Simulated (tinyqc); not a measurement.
Coupled-perturbed Hartree-Fock on RHF in the 3-21g basis, for H3-, spin multiplicity 1, step by step. The basis has no diffuse functions, so it cannot describe the extra electron: this is an exercise in the method, not the real anion. One step of it, computed by the program tinyqc.

Question. Response to a field: uncoupled start. Field along z; U_ai = -mu_ai / (e_a - e_i), alpha = -4 sum U_ai mu_ai.

orbital energies (hartree): MO1 -0.218201, MO2 -0.004802, MO3 0.524382, MO4 1.499852, MO5 1.586908, MO6 1.599997

dipole integrals <a|z|i> (bohr):
```
           i1         i2
a3   0.000000  -1.900918
a4   0.000000  -0.098471
a5  -0.048970   0.000000
a6   0.000000  -0.151237
```

Give: uncoupled U; uncoupled polarisability.

Answer.

uncoupled U:
```
       i1     i2
a3  0.000  3.592
a4  0.000  0.065
a5  0.027  0.000
a6  0.000  0.094
```

uncoupled polarisability = 27.402 bohr^3
